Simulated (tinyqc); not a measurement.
Amplitude against the length of the filling pulse.

In DLTS the amplitude of the capacitance transient follows the share of traps filled by the pulse. In the neutral layer an empty trap fills as 1 - exp(-tp/tc), tc = 1/(sn vth(T) Nd), vth(T) = vth (T/300 K)^0.5; emission during the pulse and slow capture at the depletion edge are neglected.

Values chosen for this exercise:
```
symbol    value   unit                       meaning
vth       2.3e7   cm/s     thermal velocity at 300 K
Nd       3.4e15  cm^-3         shallow donor density
sn      1.2e-15   cm^2         capture cross-section
T           243      K  temperature of the transient
```

Result of one run:

| tp (s) | tp/tc | amplitude over its full value | ln(1 - that) |
|---|---|---|---|
| 1.1e-9 | 0.092902 | 0.088717 | -0.092902 |

What becomes of these results when the pulse length tp is changed from 1.1e-9 to 4.4e-8 s, all else the same?

Result of the changed run:

| tp (s) | tp/tc | amplitude over its full value | ln(1 - that) |
|---|---|---|---|
| 4.4e-8 | 3.7161 | 0.97567 | -3.7161 |

The whole series:

| tp (s) | tp/tc | amplitude over its full value | ln(1 - that) |
|---|---|---|---|
| 6.2e-10 | 0.052363 | 0.051015 | -0.052363 |
| 1.1e-9 | 0.092902 | 0.088717 | -0.092902 |
| 1.8e-9 | 0.15202 | 0.14103 | -0.15202 |
| 3.1e-9 | 0.26181 | 0.23035 | -0.26181 |
| 5.2e-9 | 0.43917 | 0.35543 | -0.43917 |
| 8.9e-9 | 0.75166 | 0.52842 | -0.75166 |
| 1.5e-8 | 1.2668 | 0.71828 | -1.2668 |
| 2.6e-8 | 2.1959 | 0.88874 | -2.1959 |
| 4.4e-8 | 3.7161 | 0.97567 | -3.7161 |
| 7.6e-8 | 6.4187 | 0.99837 | -6.4187 |

The amplitude rises from 0.0510 to 0.998 of its full value. The last column is linear in tp with slope -1/tc, tc = 1.18e-8 s, which gives the cross-section from Nd and vth, independently of the Arrhenius intercept; 99 % filling needs 5.45e-8 s.

Computed by the program tinyqc: `OMP_NUM_THREADS=1 python tinyqc.py 2050062 2050063 out.jsonl`, one thread of a shared Intel Xeon 2.30GHz, about 0.01 s for the whole run.
